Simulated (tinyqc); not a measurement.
Worked calculation: CIS and TDHF on RHF in the 6-31g basis, for H2, spin multiplicity 1. One step of it, computed by the program tinyqc.

Task: TDHF (RPA) singlet states. B(ia,jb) = 2 (ia|jb) - (ib|ja); the squared energies are the eigenvalues of (A - B)(A + B); 1 hartree = 27.211386 eV.

CIS matrix A, singlet (hartree):
```
,1>2,1>3,1>4
1>2,0.440523,0.000000,-0.025558
1>3,0.000000,1.137622,0.000000
1>4,-0.025558,0.000000,1.281267
```

Two-electron integrals over orbitals (pq|rs), unique and non-zero (hartree):
```
p,q,r,s,(pq|rs)
1,1,1,1,0.546938
2,1,2,1,0.114583
2,2,1,1,0.440238
2,2,2,2,0.404928
3,1,1,1,0.125039
3,1,2,2,0.072224
3,1,3,1,0.089653
3,2,2,1,0.019720
3,2,3,2,0.040769
3,3,1,1,0.495893
3,3,2,2,0.408317
3,3,3,1,0.117824
3,3,3,3,0.476167
4,1,2,1,-0.079435
4,1,3,2,-0.054736
4,1,4,1,0.103078
4,2,1,1,-0.133312
4,2,2,2,-0.076507
4,2,3,1,-0.081057
4,2,3,3,-0.122680
4,2,4,2,0.084441
4,3,2,1,-0.128447
4,3,3,2,-0.048942
4,3,4,1,0.123328
4,3,4,3,0.183480
4,4,1,1,0.545525
4,4,2,2,0.447390
4,4,3,1,0.160905
4,4,3,3,0.524568
4,4,4,2,-0.158335
4,4,4,4,0.602155
```

Give: TDHF matrix B, singlet; squared energies w^2; TDHF energies from the positive w^2.

Result:

TDHF matrix B, singlet (hartree):
```
,1>2,1>3,1>4
1>2,0.115,0.000,-0.079
1>3,0.000,0.090,0.000
1>4,-0.079,0.000,0.103
```

squared energies w^2 (hartree^2): 0.178  1.286  1.623

TDHF energies from the positive w^2 (eV): 11.477  30.860  34.664
